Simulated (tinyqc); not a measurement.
Step height from the transmission.

Question. A single step up from edge 0 (mass mL) to edge U (mass mS) transmits T(E) = 4 vL vR/(vL + vR)^2 with v = k/m, k = sqrt(m (E - edge)/C), C = hbar^2/(2 m0). It is known that vR < vL. Find vR/vL and U.

Parameters, values chosen for the exercise:

| symbol | value | unit | meaning |
|---|---|---|---|
| mL | 0.05 | m0 | mass in the left lead |
| E | 0.048 | eV | electron energy |
| mS | 0.095 | m0 | mass beyond the step |

T(E) = 0.91767382

Solution. The reflection amplitude is sqrt(1 - T(E)) = (1 - y)/(1 + y) with y = vR/vL < 1, and y^2 = (E - U) mL/(E mS).

vR/vL = 0.5541
U = 0.02000 eV

Program tinyqc, `OMP_NUM_THREADS=1 python tinyqc.py 2560020 2560021 out.jsonl`; Intel Xeon 2.30GHz, shared host, one thread, about 0.03 s.
